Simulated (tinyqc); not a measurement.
Equal gaps, different models: fitting sp3s* parameters to three gaps by Newton steps.

sp3s* tight binding, nearest neighbours only: anion (a) at 0, cation (c) at a/4 (1,1,1), orbitals s, px, py, pz, s* on each; k in units of 2 pi/a. With phases e_j = exp(i (pi/2) k.n_j) for n = (1,1,1), (1,-1,-1), (-1,1,-1), (-1,-1,1): g0 = (e1+e2+e3+e4)/4, g1 = (e1+e2-e3-e4)/4, g2 = (e1-e2+e3-e4)/4, g3 = (e1-e2-e3+e4)/4. The diagonal holds the levels Esa, Epa, Exa (s*) and Esc, Epc, Exc. Anion-cation block: <sa|sc> = Vss g0; <sa|xc> = Vsapc g1; <xa|sc> = -Vscpa g1; <xa|xc> = Vxx g0; <xa|yc> = <ya|xc> = Vxy g3, <xa|zc> = <za|xc> = Vxy g2, <ya|zc> = <za|yc> = Vxy g1; <s*a|xc> = Vxapc g1; <xa|s*c> = -Vpaxc g1; y and z take g2 and g3 in place of g1; s-s* and s*-s* vanish.

Gaps are level 5 at Gamma, X = (1,0,0) and L = (1/2,1/2,1/2) less level 4 at Gamma; no spin-orbit coupling. Free parameters: Vss, Vxapc and Vpaxc. H is linear in them, so by Hellmann-Feynman J_ij = <u|dH/dp_j|u> for level 5 at point i less the same for level 4 at Gamma. Newton: p(new) = p + J^-1 (target - gaps); stop when all misses are below 1e-7 eV.

Constants: hbar^2/2m0 = 3.80998211 eV angstrom^2.

Inputs chosen for the exercise (out of a larger set: near a published set for InAs, fitted to gaps, whose masses and valley positions are rough; not measured data):
- p = (-9.494, 0.913, -2.718, 3.727, 7.381, 6.784, -5.549, 1.833, 4.426, 3.029, 5.443, 3.376, 3.93) eV (start, order Esa, Epa, Esc, Epc, Exa, Exc, Vss, Vxx, Vxy, Vsapc, Vscpa, Vxapc, Vpaxc)
- tg = (0.5182, 2.0034, 1.334) eV (target gaps at Gamma, X, L)
- a = 6.061 angstrom (lattice constant)

The same three targets are met with other triples of free parameters (those for which Newton converges within 3 eV of the start). Not fitted: level 5 at K = (3/4,3/4,0) above Ev, the spacing of levels 6 and 5 at X, the depth of level 2 at X below Ev, the valence width at Gamma, and the mass c q^2/(E(q) - E(0)) of level 5 along [100], q = 0.002 (2 pi/a), c = hbar^2/2m0.

Unfitted results:
```
free parameters    largest change (eV)  K (eV)  X spacing (eV)  level 2 at X (eV)  valence width (eV)  mass (m0)
start                            0.000   2.130           0.391              7.056              12.617     0.0277
Vss, Vxapc, Vpaxc                0.296   1.939           0.739              7.029              12.749     0.0379
Esc, Vxapc, Vpaxc                0.296   1.930           0.609              6.991              12.576     0.0376
Vss, Vsapc, Vpaxc                1.984   1.966           1.970              6.747              12.749     0.0413
Esa, Vxapc, Vscpa                0.534   1.934           0.661              7.067              12.215     0.0379
Vss, Exa, Exc                    0.831   1.937           0.690              7.053              12.749     0.0379
```

What can be read from this table?

All fitted rows have the same three gaps, yet they spread by 36 meV at K, 1361 meV in the X spacing, 320 meV in level 2 at X, 534 meV in the valence width and 9.8 % in the mass. The smallest change of parameters, 0.296 eV, is that of Vss, Vxapc, Vpaxc; Esc, Vxapc, Vpaxc. A fit fixes what it was given and leaves the rest to the choice of free parameters.

tinyqc: `OMP_NUM_THREADS=1 python tinyqc.py 1482399 1482400 out.jsonl`; about 0.1 s, one thread, shared Intel(R) Xeon(R) Processor @ 2.30GHz.
